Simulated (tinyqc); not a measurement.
# MOS structure on a p-type body with a doping step, non-linear Poisson equation by Newton steps: what changes with what

One dimension, insulator interface at x = 0, acceptor density N1 for x < x1 and Na beyond, net doping C = -(acceptor density). psi is counted from the intrinsic level: n = ni exp((psi - Vb)/Vt), p = ni exp(-psi/Vt); deep in the body psi_b = -Vt ln(Na/ni). The gate acts through Cox = eps0 eox/tox and has the potential psi_G = Vg - (phiM - chi - Vt ln(Nc/ni)). Boltzmann statistics, full ionisation, classical densities, no oxide or interface charge.

Parameters, values chosen for the exercise; band and dielectric values close to those of silicon:
```
symbol    value   unit                                                                 meaning
T           300      K                                                             temperature
Eg         1.13     eV                                                                band gap
eps_r      11.8                                                          relative permittivity
Nc      2.83e19  cm^-3                                  conduction-band density of states at T
Nv      2.67e19  cm^-3                                     valence-band density of states at T
chi        4.11     eV                                                       electron affinity
Na       3.7e16  cm^-3                                       acceptor density deep in the body
eox         3.9         relative permittivity of the gate insulator (close to silicon dioxide)
tox         4.4     nm                                                     insulator thickness
phiM       4.14     eV                                                      gate work function
Vb            0      V                         electron quasi-Fermi potential against the body
x1           53     nm                                                depth of the doping step
N1       1.1e17  cm^-3                                         acceptor density above the step
```

Constants: q = 1.602176634e-19 C, kB = 1.380649e-23 J/K, Vt = kB T/q, eps0 = 8.8541878128e-14 F/cm where lengths are in cm. Results are converted to the units shown.

Each table varies one quantity; the others keep the values above.

## Charge and capacitance against gate voltage

ni = sqrt(Nc Nv) exp(-Eg/(2 Vt)), Eg in volts. The Poisson equation d/dx(eps0 eps_r dpsi/dx) = -q (p - n + C), with eps0 eps_r dpsi/dx = -Cox (psi_G - psi_0) at x = 0, is solved on a mesh of about 600 nodes or more. N_inv is the integral of n less its value deep in the body. C_LF = Cox (1 - dpsi_0/dVg) with all carriers following; C_HF is the same with the electron quasi-Fermi level shifting uniformly so that N_inv stays fixed. The centroid is that of the same excess.

Charge and capacitance against gate voltage:

| Vg (V) | psi_0 - psi_b (V) | N_inv (cm^-2) | C_LF/Cox | C_HF/Cox | centroid (nm) |
|---|---|---|---|---|---|
| -0.22 | 0.545 | 6.69e5 | 0.105 | 0.105 | 2.24 |
| -0.08 | 0.672 | 8.10e7 | 0.0926 | 0.0921 | 2.04 |
| 0.06 | 0.798 | 9.84e9 | 0.142 | 0.0830 | 1.89 |
| 0.2 | 0.884 | 2.38e11 | 0.636 | 0.0786 | 1.71 |
| 0.34 | 0.919 | 7.42e11 | 0.821 | 0.0777 | 1.52 |
| 0.48 | 0.939 | 1.32e12 | 0.882 | 0.0774 | 1.36 |
| 0.62 | 0.954 | 1.94e12 | 0.911 | 0.0773 | 1.23 |
| 0.76 | 0.965 | 2.57e12 | 0.928 | 0.0772 | 1.13 |
| 0.9 | 0.974 | 3.21e12 | 0.940 | 0.0772 | 1.04 |
| 1.04 | 0.982 | 3.85e12 | 0.948 | 0.0772 | 0.970 |

What does the table show?

N_inv goes from 6.69e5 to 3.85e12 cm^-2 and passes 2e11 cm^-2 at Vg = 0.187 V. Below threshold it takes 67.2 mV a decade between Vg = -0.08 and 0.06 V, against Vt ln 10 = 59.5 mV. C_LF/Cox is lowest, 0.0926, at Vg = -0.08 V among the rows listed and ends at 0.948, while C_HF/Cox ends at 0.0772. Between the last two rows q dN_inv/dVg is 0.943 Cox. Where the classical centroid is under about 2 nm, confinement would move the charge away from the interface and raise the threshold. Above about 2e12 cm^-2 degeneracy matters too.

## Effect of the acceptor density above the step on threshold, swing and body effect

VT is the Vg at which N_inv = 2e11 cm^-2. m = 1/(dpsi_0/dVg) at N_inv = 1e8 cm^-2; the swing is the Vg between N_inv = 1e8 and 1e9 cm^-2; body coefficient [VT(Vb + 0.05 V) - VT(Vb)]/0.05 V - 1.

Effect of the acceptor density above the step on threshold, swing and body effect:

| N1 (cm^-3) | VT (V) | psi_0 - psi_b at VT (V) | m - 1 | swing (mV/decade) | body coefficient |
|---|---|---|---|---|---|
| 2.8e16 | 0.100 | 0.868 | 0.0882 | 66.2 | 0.0913 |
| 4e16 | 0.113 | 0.870 | 0.0898 | 66.2 | 0.0914 |
| 5.9e16 | 0.134 | 0.873 | 0.0926 | 66.2 | 0.0920 |
| 8.7e16 | 0.163 | 0.876 | 0.0972 | 66.4 | 0.0935 |
| 1.3e17 | 0.207 | 0.881 | 0.106 | 66.7 | 0.0972 |
| 1.9e17 | 0.266 | 0.886 | 0.124 | 67.6 | 0.105 |
| 2.8e17 | 0.349 | 0.893 | 0.171 | 70.3 | 0.127 |

What does the comparison show?

As N1 goes from 2.8e16 to 2.8e17, VT rises from 0.100 to 0.349 V, the swing rises from 66.2 to 70.3 mV/decade and the body coefficient rises from 0.0913 to 0.127. The swing stays within 2.2 % of m Vt ln 10, and the body coefficient within 0.045 of m - 1.

tinyqc, about 0.5 s, one thread, Intel Xeon 2.30GHz (shared host): `OMP_NUM_THREADS=1 python tinyqc.py 2080122 2080123 out.jsonl`
